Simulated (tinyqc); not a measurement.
Double-gate transistor, scale length and short-channel effects: one step of the calculation.

A body of thickness ts between two insulators of thickness ti and two tied gates. Below threshold the potential that source and drain add obeys Laplace's equation and vanishes on the gate. Its lowest mode decays along the channel as exp(-k y); k is the smallest positive root of the matching condition at the interface, and the scale length is Lambda = pi/k.

Task. Threshold shift, barrier position and swing. Along the channel psi(y) = s + a exp(y/l) + b exp(-y/l) with psi(0) = Vbi, psi(L) = Vbi + Vds and l = 1/k = Lambda/pi; with A = Vbi - s, B = A + Vds, x = exp(-L/l): a = (B - A x) x/(1 - x^2), b = (A - B x)/(1 - x^2). The minimum is s + 2 sqrt(a b), at y = (l/2) ln(b/a). The long-channel potential follows the gate as s = sT + (Vg - VTL)/m, and the threshold VT is the gate voltage at which the minimum equals sT. Swing = m Vt ln 10/g at threshold, g = d(minimum)/ds = 1 - (b x + a)/((1 + x) sqrt(a b)).

Values chosen for this exercise; permittivities: semiconductor made up, insulator close to that of aluminium oxide:
```
symbol,value,unit,meaning
T,300,K,temperature
L,33,nm,channel length
Vbi,0.89,V,potential of the source
sT,0.43,V,potential of the barrier top at threshold
VTL,0.45,V,long-channel threshold
m,1,,long-channel body factor
Vds,1,V,drain voltage
```

Constants: q = 1.602176634e-19 C, kB = 1.380649e-23 J/K, Vt = kB T/q. Results are converted to the units shown.

l = 5.4559699 nm

Give: s at threshold; a; b; position of the minimum; VT; swing.

Result.

s at threshold = 0.34067 V
a = 0.0036558 V
b = 0.54567 V
position of the minimum = 13.655 nm
VT = 0.36067 V
swing = 66.917 mV/decade

The threshold lies 89.3 mV below the long-channel value, and the barrier top sits at 0.41 L from the source.

Numbers from tinyqc (`OMP_NUM_THREADS=1 python tinyqc.py 2420140 2420141 out.jsonl`; about 0.01 s on one thread of a shared Intel Xeon 2.30GHz).
